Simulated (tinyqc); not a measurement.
What each parameter does: k.p values derived from sp3s* tight binding at Gamma.

At Gamma the states are two-level mixtures: s-like S+ (upper) and S- (lower) from [[Esa, Vss], [Vss, Esc]], p-like P- (valence) and P+ from [[Epa, Vxx], [Vxx, Epc]], and the bare s* levels. With real k in 1/angstrom and kz = 0, the phase sums over the four bonds are g0 = 1 - (a k/4)^2/2, g1 = i a kx/4, g3 = -(a/4)^2 kx ky to second order. Each mixture is written (anion, cation) with the anion part positive. c = hbar^2/2m0. No spin-orbit coupling.

Recipe: P = (a/4)(sa pc Vsapc + sc pa Vscpa) between an s and a p state ((a/4) pc Vxapc and (a/4) pa Vpaxc for s*), Ep = P^2/c for S+ to P-; m0/m = [-(a/4)^2 sa sc Vss + sum P^2/(E(S+) - E(P))]/c; L = d0 + F, M = d0 + H1, N = dN + F + H1 with d0 = -(a/4)^2 pa pc Vxx, dN = -2 (a/4)^2 pa pc Vxy, F = sum P^2/(E(P-) - E(s)) over the four s-like states, H1 = Q^2/(E(P-) - E(P+)), Q = (a/4) Vxy (pa p'c - pc p'a); g1 = -(L + 2M)/(3c), g2 = -(L - M)/(6c), g3 = -N/(6c).

Constants: hbar^2/2m0 = 3.80998211 eV angstrom^2.

Values chosen for the exercise (near a published set for SiC, fitted to gaps, whose masses and valley positions are rough; shifted at random, so the results belong to these values and not to a real crystal): a = 4.357 angstrom (lattice constant); Esa = -8.49 eV (s level of the anion); Epa = 2.115 eV (p level of the anion); Esc = -4.86 eV (s level of the cation); Epc = 4.331 eV (p level of the cation); Exa = 9.641 eV (s* level of the anion); Exc = 9.354 eV (s* level of the cation); Vss = -12.473 eV (s-s); Vxx = 3.034 eV (px-px); Vxy = 5.934 eV (px-py); Vsapc = 9.471 eV (s anion, p cation); Vscpa = 9.192 eV (s cation, p anion); Vxapc = 8.735 eV (s* anion, p cation); Vpaxc = 4.418 eV (p anion, s* cation).

The recipe applied anew.

Results for these values:
```
case  EG (eV)  Ep (eV)  m (m0)     g1     g2     g3
base   5.9364   26.634  0.5393  2.595  0.671  0.947
```

What happens to each result for Epc = 4.481 eV, all else kept?

Answer: EG falls from 5.9364 to 5.8878; Ep falls from 26.634 to 26.563; m falls from 0.5393 to 0.5318; g1 falls from 2.595 to 2.593; g2 rises from 0.671 to 0.674; g3 rises from 0.947 to 0.949.

The same for each parameter in turn:
```
case                EG (eV)  Ep (eV)  m (m0)     g1     g2     g3
base                 5.9364   26.634  0.5393  2.595  0.671  0.947
Vxapc = 8.585 eV     5.9364   26.634  0.5393  2.586  0.666  0.942
Esa = -8.34 eV       6.0008   26.620  0.6020  2.578  0.662  0.938
Vscpa = 9.042 eV     5.9364   26.101  0.5962  2.566  0.656  0.932
Exa = 9.791 eV       5.9364   26.634  0.5393  2.591  0.668  0.945
Epc = 4.481 eV       5.8878   26.563  0.5318  2.593  0.674  0.949
a = 4.407 angstrom   5.9364   27.249  0.5272  2.655  0.686  0.969
Exc = 9.504 eV       5.9364   26.634  0.5393  2.592  0.669  0.946
```

Vxapc, Exa and Exc act through the s* states, which enter F alone and leave EG, Ep and m.

Run: tinyqc, `OMP_NUM_THREADS=1 python tinyqc.py 1452285 1452286 out.jsonl`; Intel(R) Xeon(R) Processor @ 2.30GHz, one thread, shared host; about 0.01 s of CPU time with all checks.
